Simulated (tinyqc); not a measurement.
From results back to parameters: heavy doping: gap narrowing, degeneracy and the minority density. Four cases, with inputs chosen for the exercise.

Problem. The minority density was computed from a hidden true narrowing dEg.

F_j(eta) = (1/Gamma(j + 1)) integral_0^infinity x^j dx/(1 + exp(x - eta)), which tends to exp(eta) for eta << 0.

Majority: N = Nc F_1/2(eta), eta the distance of EF beyond the majority band edge in kT. Degeneracy factor gam = F_1/2(eta)/exp(eta). ni0^2 = Nc Nv exp(-Eg/kT); product n p = ni0^2 gam exp(dEg/kT), dEg the true narrowing; apparent narrowing dEa = dEg + kT ln gam; minority density = n p/N.

Constants: kB = 8.617333262e-05 eV/K.

Find: dEa; gam; dEg.

Method. dEa = kT ln(minority x N/ni0^2); gam follows from N alone, and dEg = dEa - kT ln gam.

Case 1.

Values chosen (gap and densities of states near those of Si at this temperature; narrowing constants near the fits for Si; shifted at random, so the results belong to these values and not to a real crystal): N = 6.9e+18 1/cm^3 (ionised donors, equal to the majority density); Eg = 1.12 eV (gap); Nc = 2.66e+19 1/cm^3 (conduction-band density of states); Nv = 1.11e+19 1/cm^3 (valence-band density of states); T = 300 K.

minority density = 55.6922 1/cm^3

Solution.

dEa = 55.34 meV
gam = 0.9127
dEg = 57.70 meV

Case 2.

Values chosen (gap and densities of states near those of Si at this temperature; narrowing constants near the fits for Si; shifted at random, so the results belong to these values and not to a real crystal): N = 1.7e+18 1/cm^3 (ionised donors, equal to the majority density); Eg = 1.139 eV (gap); Nc = 2.07e+19 1/cm^3 (conduction-band density of states); Nv = 8.69e+18 1/cm^3 (valence-band density of states); T = 250 K.

minority density = 0.00894250 1/cm^3

Solution.

dEa = 44.06 meV
gam = 0.9714
dEg = 44.68 meV

Case 3.

Values chosen (gap and densities of states near those of Si at this temperature; narrowing constants near the fits for Si; shifted at random, so the results belong to these values and not to a real crystal): N = 1.2e+18 1/cm^3 (ionised donors, equal to the majority density); Eg = 1.127 eV (gap); Nc = 2.7e+19 1/cm^3 (conduction-band density of states); Nv = 1.15e+19 1/cm^3 (valence-band density of states); T = 300 K.

minority density = 119.138 1/cm^3

Solution.

dEa = 35.47 meV
gam = 0.9844
dEg = 35.88 meV

Case 4.

Values chosen (gap and densities of states near those of Si at this temperature; narrowing constants near the fits for Si; shifted at random, so the results belong to these values and not to a real crystal): N = 1.1e+19 1/cm^3 (ionised donors, equal to the majority density); Eg = 1.098 eV (gap); Nc = 4.22e+19 1/cm^3 (conduction-band density of states); Nv = 1.74e+19 1/cm^3 (valence-band density of states); T = 400 K.

minority density = 6.01963e+06 1/cm^3

Solution.

dEa = 62.64 meV
gam = 0.9123
dEg = 65.81 meV

Computed by tinyqc, one run a case: `OMP_NUM_THREADS=1 python tinyqc.py N N+1 out.jsonl` with N = 1651665, 1651782, 1651869, 1651939; one thread of a shared Intel(R) Xeon(R) Processor @ 2.30GHz, about 0.01 s a run at most.
